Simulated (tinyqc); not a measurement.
Changing the bath temperature T2: precursor delivery by bubblers, mass-transport growth and the solid composition of a III-V alloy. Computed by tinyqc, a small Python program. Command: `OMP_NUM_THREADS=1 python tinyqc.py 3029455 3029456 out.jsonl movpe_thermo sweep`. One thread of a shared host (Intel(R) Xeon(R) Processor @ 2.30GHz), about 0.01 s of CPU time with the checks.

1 sccm = 44.615 micromol/min; 1 torr = 133.322 Pa. The sources decompose fully at the surface.

Inputs (values chosen for the exercise, modelled on trimethylgallium (source 1) and trimethylindium (source 2) for the vapour pressures):
```
quantity                                                                                                  value        unit
bath temperature T1                                                                                         274           K
bubbler pressure p_b                                                                                        760        torr
carrier flow F1                                                                                             2.7        sccm
carrier flow F2                                                                                              63        sccm
total flow F_t                                                                                               20         slm
group-V flow F_V                                                                                            110        sccm
reactor pressure p                                                                                          100        torr
growth temperature T                                                                                        890           K
diffusivity at 273 K and 760 torr                                                                          0.42      cm^2/s
flow cross-section A                                                                                         30        cm^2
distance from the leading edge z                                                                             11          cm
lattice constant a                                                                                         5.77    angstrom
interaction L0 of the solid                                                                                12.4      kJ/mol
log10 of p_B,eq over pure BC at 1000 K and 1 torr of group V (exaggerated: liquid indium has about -4.1)   -2.4  log10 torr
enthalpy of that equilibrium H                                                                              358      kJ/mol
```

Alloy: mixing on the group-III sites, with desorption of B.

constants a, b of source 1 (log10 torr, K): 8.073  1703

constants a, b of source 2 (log10 torr, K): 10.5  3014

Constants: k_B = 1.380649e-23 J/K; R = 8.314462618 J/(mol K).

Method:
- log10 p_v = a - b/T_bath; molar flow = F x 44.615 x p_v/(p_b - p_v) for a saturated bubbler.
- p_i = p n_i/(44615 F_t), F_t in slm; p_V = p F_V/(1000 F_t), counted per molecule supplied; V/III = 44.615 F_V/(n1 + n2); vapour fraction of source 2 = n2/(n1 + n2).
- Mean velocity u = (F_t/A)(760/p)(T/273); D = D0 (T/273)^1.75 (760/p); boundary layer delta = sqrt(pi D z/u); flux = D dp/(delta k_B T); growth rate = flux x a^3/4.
- A sticks fully. B desorbs: its surface pressure is p_B* = x gamma_B K/sqrt(p_V), ln gamma_B = L0 (1 - x)^2/(R T), K = 10^(log10 K at 1000 K) exp[-(H/R)(1/T - 1/1000)], p_V in torr. With equal diffusivities x = (p_2 - p_B*)/(p_1 + p_2 - p_B*). Growth rate = rate per torr x p_1/(1 - x).

One run for each value; columns: (1) bath temperature T2 (K); (2) vapour pressure 2 (torr); (3) molar flow 2 (micromol/min); (4) vapour fraction of source 2; (5) solid fraction x:
```
(1)     (2)     (3)      (4)      (5)
284   0.771   2.856  0.18458  0.17772
289   1.177   4.361  0.25687  0.25024
294   1.771   6.566  0.34229  0.33660
299   2.629   9.755  0.43604  0.43163
304   3.851  14.313  0.53149  0.52835
314   7.967  29.775  0.70237  0.70103
319  11.265  42.288  0.77020  0.76937
```

Give the missing row, bath temperature T2 (K) = 309.

Computed row; columns: (1) bath temperature T2 (K); (2) vapour pressure 2 (torr); (3) molar flow 2 (micromol/min); (4) vapour fraction of source 2; (5) solid fraction x:
```
(1)    (2)     (3)      (4)      (5)
309  5.571  20.757  0.62194  0.61984
```

Interpolating between the two neighbouring rows (linearly) misses most in molar flow 2 (micromol/min), by 6.2 %. Over the rows, vapour pressure 2 (torr) rises from 0.771 to 11.3 (exponent d ln y / d ln x 24 between the first rows and 22 between the last); molar flow 2 (micromol/min) rises from 2.86 to 42.3 (exponent d ln y / d ln x 24 between the first rows and 22 between the last); vapour fraction of source 2 rises from 0.185 to 0.770 (exponent d ln y / d ln x 19 between the first rows and 5.8 between the last).

Caution (all rows): the boundary layer is a quarter or more of the root of the cross-section, so it fills much of the channel and depletion along the flow matters.

Extremes, crossings and ranges named in words are read from the listed rows.
